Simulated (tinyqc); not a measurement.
Ways to converge the cycle: SCF convergence aids in the 6-31g basis, for H4, spin multiplicity 1. Computed by the program tinyqc with PySCF. RHF with one setting changed at a time; a run stops when the energy changes by less than 1e-09 hartree and the error matrix is below 1e-5. The start is random orbitals. Damping d keeps d of the old density; a shift (hartree) raises the virtual levels; DIIS n extrapolates F over n matrices.

Geometry (angstrom):
```
atom       x       y       z
H     0.0000  0.0000  0.0000
H     0.0000  0.0000  0.8130
H     0.0000  0.0000  2.6180
H     0.0000  0.0000  3.4310
```

lowest restricted solution found by these runs and by PySCF = -2.242037 hartree

Largest element of the error matrix X^T (FDS - SDF) X:
```
iteration    plain  damping 0.3  damping 0.6  shift 0.4   DIIS 3   DIIS 8
1          6.9e-01      6.9e-01      6.9e-01    6.9e-01  6.9e-01  6.9e-01
2          3.2e-01      2.5e-01      3.8e-01    3.4e-01  3.2e-01  3.2e-01
3          5.6e-02      1.1e-01      2.3e-01    1.1e-01  5.6e-02  5.6e-02
4          1.2e-02      4.5e-02      1.4e-01    4.4e-02  6.6e-03  6.6e-03
5          3.1e-03      2.1e-02      9.6e-02    2.0e-02  1.2e-03  1.1e-03
6          8.1e-04      9.6e-03      6.5e-02    9.2e-03  1.4e-04  1.5e-04
8          5.4e-05      2.1e-03      3.0e-02    2.2e-03  1.5e-06  9.2e-07
10         3.7e-06      4.5e-04      1.4e-02    6.5e-04        -        -
14               -      2.4e-05      2.9e-03    6.1e-05        -        -
20               -      3.4e-07      3.1e-04          -        -        -
30               -            -      9.1e-06          -        -        -
```

How each run ends:
```
run          iterations  E (hartree)         state
plain                11     -2.24204  lowest found
damping 0.3          21     -2.24204  lowest found
damping 0.6          44     -2.24204  lowest found
shift 0.4            18     -2.24204  lowest found
DIIS 3                9     -2.24204  lowest found
DIIS 8                8     -2.24204  lowest found
```

What does the comparison show, and why?

6 of 6 runs reach the lowest restricted solution found, in 8 to 44 iterations (fastest: DIIS 8). Plain steps already contract here, so damping only slows them. DIIS 3 and DIIS 8 gain by cancelling the error over several earlier matrices, much as a quasi-Newton step does.
